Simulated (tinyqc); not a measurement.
Recursion (Haydock) method for the local density of states: bulk site of a square lattice: one step. Moments from the coefficients.

One orbital a site at energy 0, hopping -t to the 4 nearest neighbours of a square lattice; the start u0 is a site in the bulk, with energy V. Recursion: a_n = <u_n|H|u_n>, b_(n+1) u_(n+1) = (H - a_n) u_n - b_n u_(n-1), b > 0. G(z) = 1/(z - a0 - b1^2/(z - a1 - b2^2/(...))), z = E + i eta. After n levels the tail is b_n^2 T with the square-root terminator T = (z - sqrt(z - 2b) sqrt(z + 2b))/(2 b^2), b = 2t so that the band edges lie at -/+ 4t.

Coefficients:
```
n  a_n (eV)  b_(n+1) (eV)  b_(n+1)^2/t^2
0  0.000000     2.4200000       4.000000
1  0.000000     2.7056423       5.000000
2  0.000000     2.3587242       3.800000
3  0.000000     2.5106445       4.305263
```

Task: For a1 = a2 = 0: mu1 = a0, mu2 = a0^2 + b1^2, mu3 = a0^3 + 2 a0 b1^2, mu4 = a0^4 + 3 a0^2 b1^2 + b1^4 + b1^2 b2^2.

Give: mu1 to mu4 (eV^n).

Result:

mu1 to mu4 (eV^n): [0.000, 5.856, 0.000, 77.169]

mu4/t^4 = 36 is the number of closed walks of four steps.

Run: tinyqc, `OMP_NUM_THREADS=1 python tinyqc.py 1480681 1480682 out.jsonl`; Intel(R) Xeon(R) Processor @ 2.30GHz, one thread, shared host; about 0.01 s of CPU time with all checks.
